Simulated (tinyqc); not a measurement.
Dielectric confinement in a thin film (image charges): sweeps and comparisons. A value that a table varies takes the place of the one given here.

A film |z| < t/2 of dielectric constant eps between half-spaces of dielectric constant e2; lam = (eps - e2)/(eps + e2), q = e^2/(4 pi eps0). The self-energy of a band edge is taken with the high-frequency value, e2 = eh, and the field of a fixed ion with the static one, e2 = eo. A charge at z has images lam^|n| at n t + (-1)^n z. Its self-energy is S(z) = (q/2 eps) sum over n >= 1 of lam^n [1/(n t - 2z) + 1/(n t + 2z)] for odd n and 2 lam^n/(n t) for even n; at the centre S(0) = -(q/(eps t)) ln(1 - lam).

Donor at the centre, lam from the static eo, trial function cos(pi z/t) exp(-rho/l): E(l) = c/(m l^2) - (q/eps) times the integral over k of F(k t) (1 + (k l/2)^2)^(-3/2), with F(x) = F0 + 2 lam exp(-x) G/(1 - lam exp(-x)), F0 = 2[(1 - exp(-x/2))/x + x (1 + exp(-x/2))/(x^2 + 4 pi^2)], G = 2 sinh(x/2)[1/x - x/(x^2 + 4 pi^2)]; c = hbar^2/2m0. The binding energy is -E at the minimum, counted from the subband edge with its self-energy.

Constants: e^2/(4 pi eps0) = 14.39964547 eV angstrom; hbar^2/2m0 = 3.80998211 eV angstrom^2; Ry = 13.60569312 eV.

Inputs chosen for the exercise (near those of a Si (100) film, two-fold valleys, between layers of Si3N4; not measured data):
- eps = 11.6 (dielectric constant of the film)
- eh = 3.9 (high-frequency dielectric constant outside)
- eo = 7.7 (static dielectric constant outside)
- m = 0.193 m0 (mass in the plane)
- mz = 0.881 m0 (mass across the film)
- ts = (12, 18, 26, 38, 55, 80, 120) angstrom (thicknesses)
- t = 50 angstrom (film thickness)

## Thinning the film

<S> is the mean over (2/t) cos^2(pi z/t); confinement c (pi/t)^2/mz; donor binding with and without images.

Results:
```
t (angstrom)  <S> (meV)  confinement (meV)  binding, no images (meV)  binding (meV)  l (angstrom)
12                 82.4              296.4                      58.6           87.8          18.6
18                 54.9              131.7                      53.3           75.5          20.7
26                 38.0               63.1                      48.1           65.0          23.0
38                 26.0               29.6                      42.4           54.9          25.8
55                 18.0               14.1                      36.9           46.0          29.2
80                 12.4                6.7                      31.4           38.0          33.2
120                 8.2                3.0                      25.9           30.4          38.6
```

Between 120 and 12 angstrom the binding goes from 30.4 to 87.8 meV; quantum confinement alone would take it from 25.9 to 58.6, so the images supply +4.5 and +29.2 meV. |<S>| goes as 1/t and exceeds the confinement energy beyond 43 angstrom. For t well above a* = 32 angstrom the separable trial function underbinds, which affects the last rows.

## Choice of the surrounding dielectric

The same film between different dielectrics; in this table one value e2 serves for both eo and eh.

Results:
```
case         lam  <S> (meV)  binding (meV)  l (angstrom)
e2 = 1     0.841       50.4          124.0          25.8
e2 = 2.5   0.645       29.3           85.5          26.5
e2 = 3.9   0.497       19.8           69.2          27.1
e2 = 7.5   0.215        7.2           48.9          28.2
e2 = 16   -0.159       -4.5           31.9          29.8
e2 = 25   -0.366       -9.7           25.0          30.8
e2 = 80   -0.747      -18.0           15.1          32.9
```

The binding spans a factor 8.2, from 124 meV in vacuum to 15.1 meV for e2 = 80; going from 3.9 to 25 changes it by -44.2 meV and the band edge by -29.5 meV, so the binding responds 1.50 times as much as the edge (for an orbit much smaller than t the binding would change by twice the change of S(0), -49.6 meV; here l/t = 0.54 for e2 = 3.9).

## What each parameter does

<S> is the mean over (2/t) cos^2(pi z/t). Each row changes one parameter from the base and keeps the others.

Results:
```
case             lam from eh  <S> (meV)  binding (meV)  l (angstrom)
base                   0.497       19.8           48.2          28.2
t = 44 angstrom        0.497       22.5           51.3          27.1
eps = 10.4             0.455       19.6           53.6          26.5
eo = 10.8              0.497       19.8           39.9          28.9
eh = 5.1               0.389       14.4           48.2          28.2
m = 0.232 m0           0.497       19.8           52.9          25.0
```

The largest shifts from the base row, up to three for each result and ties (the steps differ in size, so this ranks the rows, not the parameters). lam from eh: eh -0.108, eps -0.042; unchanged at the printed digits by t, eo and m. <S> (meV): eh -5.4, t +2.7, eps -0.2; unchanged at the printed digits by eo and m. binding (meV): eo -8.4, eps +5.4, m +4.7; unchanged at the printed digits by eh. l (angstrom): m -3.2, eps -1.8, t -1.2; unchanged at the printed digits by eh.

Program tinyqc; command `OMP_NUM_THREADS=1 python tinyqc.py 1250375 1250376 out.jsonl`; about 0.06 s on one thread of a shared Intel(R) Xeon(R) Processor @ 2.30GHz.
